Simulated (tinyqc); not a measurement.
What moves the results: hole subbands of a hard-walled well, four-band Luttinger model. A value that a table varies takes the place of the one given here.

Hole energies are counted downwards from the unstrained band edge, c = hbar^2/2m0. After the usual block transformation one block is H = [[P + Q - Zs, R - i S], [R + i S, P - Q + Zs]] in (heavy, light), with P +/- Q = c [(g1 +/- g2) k^2 + (g1 -/+ 2 g2) kz^2], R = sqrt(3) c gR k^2, S = 2 sqrt(3) c g3 k kz, kz = -i d/dz; axial approximation gR = (g2 + g3)/2. Zs = b (e_par - e_perp) is the shear part of the strain (the hydrostatic part shifts all levels alike and is left out). Basis sqrt(2/L) sin(n pi z/L), n = 1 to N, for each component: kz^2 gives (n pi/L)^2 and the heavy-light block is R delta_nm - 2 sqrt(3) c g3 k D_nm with D_nm = 4 n m/(L (n^2 - m^2)) for n + m odd, 0 otherwise. The other block has the same levels. The split-off band is left out.

Constants: hbar^2/2m0 = 3.80998211 eV angstrom^2.

Values chosen for the exercise (near those of GaSb; the results hold for these values, not for the real material): g1 = 13.39 (Luttinger gamma1); g2 = 4.72 (gamma2); g3 = 6.03 (gamma3); L = 195 angstrom (well width along [001]); Zs = 0 eV (shear strain energy); k = 0.012 1/angstrom (wave vector in the plane); Zlist = (-0.0209, -0.0129, -0.0076, -0.0028, 0, 0.0081, 0.0188) eV (shear strain energies (negative: tension in the plane, for b < 0)).

## Which coupling does what

N = 20, at the given k. Diagonal: R = S = 0. Along [100] and [110] gR is g2 and g3 instead of their mean.

Hole energies (meV):
```
model        E1     E2     E3     E4
diagonal  13.84  25.56  27.33  45.09
R alone   12.13  25.19  29.05  44.93
S alone   11.26  11.63  33.30  36.25
axial      8.46  13.42  33.23  36.86
[100]      8.87  13.24  33.25  36.72
[110]      8.04  13.58  33.21  37.01
```

What can be read from the table?

The couplings move E1 by -5.38 meV: R alone by -1.72, S alone by -2.59, so S matters more at k L/pi = 0.74 (R grows as k^2 and joins equal n, S as k and joins n of opposite parity). Warping spreads E1 by 0.82 meV between [100] and [110], the hole being heavier along [110]; the axial value lies between them.

## Strain

N = 20. dE is the rise of the top subband from k = 0 to k1 = pi/(4L), m1 = c k1^2/dE (dash if dE is not positive), and the heavy weight is taken at k = pi/L.

Top subband:
```
Zs (eV)  HH1 (meV)  LH1 (meV)  dE (meV)  heavy weight  m1 (m0)
-0.0209       24.8        1.7    -0.064         0.155        -
-0.0129       16.8        9.7    -0.512         0.261        -
-0.0076       11.5       15.0     0.643         0.372    0.096
-0.0028        6.7       19.8     0.836         0.499    0.074
0.0000         3.9       22.6     0.861         0.580    0.072
0.0081        -4.2       30.7     0.908         0.788    0.068
0.0188       -14.9       41.4     0.946         0.917    0.065
```

How do the results move?

HH1 and LH1 cross at Zs = -2 c g2 (pi/L)^2 = -0.0093 eV; for more negative Zs the light hole is on top. Among the rows with HH1 on top, m1 goes from 0.096 to 0.065 m0 as the splitting widens from 3 to 56 meV, against the unmixed 1/(g1 + g2) = 0.055: compression lightens the holes here. A dash marks a top subband whose hole energy at k1 lies below that at k = 0: an electron-like (negative) mass. m1 describes the neighbourhood of k = 0 only; where HH1 and LH1 lie close, the band may peak further out.

## Size of the sine basis

The four lowest hole energies at the given k for growing N.

Hole energies (meV):
```
N      E1      E2      E3      E4
2   9.168  15.124  40.041  97.466
3   8.560  13.545  36.639  38.731
4   8.543  13.539  33.525  37.095
6   8.484  13.451  33.315  36.925
10  8.465  13.425  33.249  36.872
20  8.460  13.419  33.232  36.858
40  8.459  13.418  33.229  36.856
80  8.459  13.418  33.229  36.856
```

Is N = 3 enough for 1 meV in the two lowest levels?

Yes: against N = 80, N = 3 errs by up to 0.13 meV in E1 and E2, always upwards, as a variational basis must. Both are within 0.1 meV of N = 80 from N = 6 on; N = 40 and N = 80 differ by 9.6e-05 meV at most.

## What each parameter does

N = 20; the three lowest hole energies at the given k and the heavy weight of the lowest. Each row changes one parameter from the base and keeps the others.

Results:
```
case                   E1 (meV)  E2 (meV)  E3 (meV)  heavy weight
base                       8.46     13.42     33.23         0.736
g1 = 14.46                10.64     16.69     40.48         0.772
g2 = 5.19                  7.39     11.81     26.58         0.728
g3 = 5.55                  9.29     14.40     34.73         0.769
L = 205 angstrom           7.70     12.52     30.06         0.701
Zs = 0.01 eV               0.94      7.10     25.01         0.945
k = 0.0084 1/angstrom      7.16     12.55     31.08         0.944
```

What can be read from the table?

The largest shifts from the base row, up to three for each result and ties (the steps differ in size, so this ranks the rows, not the parameters). E1 (meV): Zs -7.52, g1 +2.18, k -1.30. E2 (meV): Zs -6.32, g1 +3.27, g2 -1.60. E3 (meV): Zs -8.22, g1 +7.25, g2 -6.65. heavy weight: Zs +0.209, k +0.209, g1 +0.036.

(tinyqc, `OMP_NUM_THREADS=1 python tinyqc.py 1280373 1280374 out.jsonl`, Intel(R) Xeon(R) Processor @ 2.30GHz, 1 thread, shared host, about 0.2 s.)
